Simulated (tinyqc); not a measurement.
Punch-through p+-n junction, ionisation integral and breakdown: effect of the drift thickness.

A p+ layer at x < 0 and an n drift layer from x = 0 to L on an n+ substrate. Depletion approximation, built-in voltage neglected. Local ionisation coefficients alpha_n = an exp(-(bn/E)^mx), alpha_p = ap exp(-(bp/E)^mx). Electrons move towards +x, holes towards x = 0.

W = sqrt(2 eps0 eps_r V/(q N)), peak field E0 = q N W/(eps0 eps_r), falling linearly to 0 at W; if W > L the layer is punched through: W = L, E0 = V/L + q N L/(2 eps0 eps_r), falling linearly to E1 = V/L - q N L/(2 eps0 eps_r). G(x) = integral from 0 to x of (alpha_n - alpha_p); I_n = integral of alpha_n exp(-G) (electrons injected at x = 0), I_p = integral of alpha_p exp(G(end) - G) (holes injected at the far edge); M = 1/(1 - I). Integrals on a fine grid; BV is where I_n = 1. Specific on-resistance Ron = L/(q mu N) with constant mobility and full ionisation. The value eps0 eps_r mu E0^3/4 holds for a triangular field; a layer that punches through can exceed it.

Values chosen for this exercise; material values close to those of 4H silicon carbide: relative permittivity eps_r = 9.56; prefactor of the electron ionisation coefficient an = 1.72e8 1/cm; field constant for electrons bn = 3.23e7 V/cm; prefactor of the hole ionisation coefficient ap = 3.28e8 1/cm; field constant for holes bp = 2.54e7 V/cm; exponent mx = 1; electron mobility of the drift layer mu = 872 cm^2/(V s); donor density of the drift layer N = 7.2e15 cm^-3.

Constants: q = 1.602176634e-19 C, eps0 = 8.8541878128e-14 F/cm where lengths are in cm. Results are converted to the units shown.

Result of one run:
```
L (um)  BV (V)  E0 at BV (kV/cm)  W at BV (um)  Ron (mohm cm^2)  BV^2/Ron (MW/cm^2)  eps0 eps_r mu E0^3/4 (MW/cm^2)
5.3     1.21e3            2.65e3          5.30            0.527              2.79e3                          3.43e3
```

What becomes of these results when the thickness of the drift layer L is changed from 5.3 to 7.1 um, all else the same?

Result of the changed run:
```
L (um)  BV (V)  E0 at BV (kV/cm)  W at BV (um)  Ron (mohm cm^2)  BV^2/Ron (MW/cm^2)  eps0 eps_r mu E0^3/4 (MW/cm^2)
7.1     1.54e3            2.65e3          7.10            0.706              3.34e3                          3.42e3
```

The whole series:
```
L (um)  BV (V)  E0 at BV (kV/cm)  W at BV (um)  Ron (mohm cm^2)  BV^2/Ron (MW/cm^2)  eps0 eps_r mu E0^3/4 (MW/cm^2)
2.9        717            2.67e3          2.90            0.288              1.79e3                          3.52e3
3.9        932            2.66e3          3.90            0.388              2.24e3                          3.45e3
5.3     1.21e3            2.65e3          5.30            0.527              2.79e3                          3.43e3
7.1     1.54e3            2.65e3          7.10            0.706              3.34e3                          3.42e3
9.5     1.90e3            2.65e3          9.50            0.944              3.82e3                          3.42e3
13      2.29e3            2.65e3          13.0             1.29              4.05e3                          3.42e3
17      2.53e3            2.65e3          17.0             1.69              3.79e3                          3.42e3
23      2.57e3            2.65e3          19.4             2.29              2.89e3                          3.42e3
31      2.57e3            2.65e3          19.4             3.08              2.14e3                          3.42e3
```

BV rises from 717 to 2570 V and saturates once L exceeds the free depleted width of 19.4 um, while Ron keeps rising as L. BV^2/Ron goes from 1790 through a maximum of 4050 (at L = 13 um among the rows listed) to 2140 MW/cm^2. The best row has L = 0.67 of that width: the last part of the triangle adds little voltage but its full share of resistance.

Numbers from tinyqc (`OMP_NUM_THREADS=1 python tinyqc.py 2120132 2120133 out.jsonl`; about 0.1 s on one thread of a shared Intel Xeon 2.30GHz).
